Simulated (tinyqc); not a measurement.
A square-lattice strip 2 sites wide, recursive Green functions: two steps of the calculation.

The device has N = 4 slices of 2 site(s), nearest-neighbour hopping -t, and site energies U; the leads are semi-infinite continuations with site energy 0. V = <i+1|H|i> = -t 1.

Values chosen for this exercise:
- t = 1 eV (hopping (matrix element -t))
- U = [0.18, 0.28, 0.19, 0.41, 0.22, -0.05, -0.39, -0.11] eV (site energies, slice by slice (2 a slice))
- E = 2.17 eV (energy)

Question 1. Self-energy of the leads. Transverse modes n = 1..2: chi_n(j) = sqrt(2/3) sin(pi n j/3), energy e_n = -2 t cos(pi n/3). Sigma = t^2 sum_n chi_n chi_n^T g(E - e_n), g(x) = (x - i sqrt(4 t^2 - x^2))/(2 t^2) for |x| < 2 t and (x - sign(x) sqrt(x^2 - 4 t^2))/(2 t^2) otherwise; Gamma = i (Sigma - Sigma^dagger); both leads give the same.

Wanted: Sigma; Gamma; open modes.

Answer 1.

Sigma (eV):
```
                   1                  2
1   0.47014-0.40552i  -0.11486+0.40552i
2  -0.11486+0.40552i   0.47014-0.40552i
```

Gamma (eV):
```
          1         2
1   0.81103  -0.81103
2  -0.81103   0.81103
```

open modes = 1

Question 2. Slice 1. Forward pass: g_1 = (E - H_1 - Sigma)^(-1), g_i = (E - H_i - V g_(i-1) V^dagger)^(-1), with Sigma also subtracted on the last slice; G_(i,1) = g_i V G_(i-1,1), starting from g_1. H_i is the block of slice i: its site energies on the diagonal and -t between neighbouring rows.

Sigma (eV):
```
                         1                        2
1   0.47013721-0.40551665i  -0.11486279+0.40551665i
2  -0.11486279+0.40551665i   0.47013721-0.40551665i
```

Find: g_1.

Answer 2.

g_1 (1/eV):
```
                 1                2
1   0.4108-0.4980i  -0.0325+0.5176i
2  -0.0325+0.5176i   0.4283-0.5381i
```

tinyqc, about 0.02 s, one thread, Intel Xeon 2.30GHz (shared host): `OMP_NUM_THREADS=1 python tinyqc.py 2660119 2660120 out.jsonl`
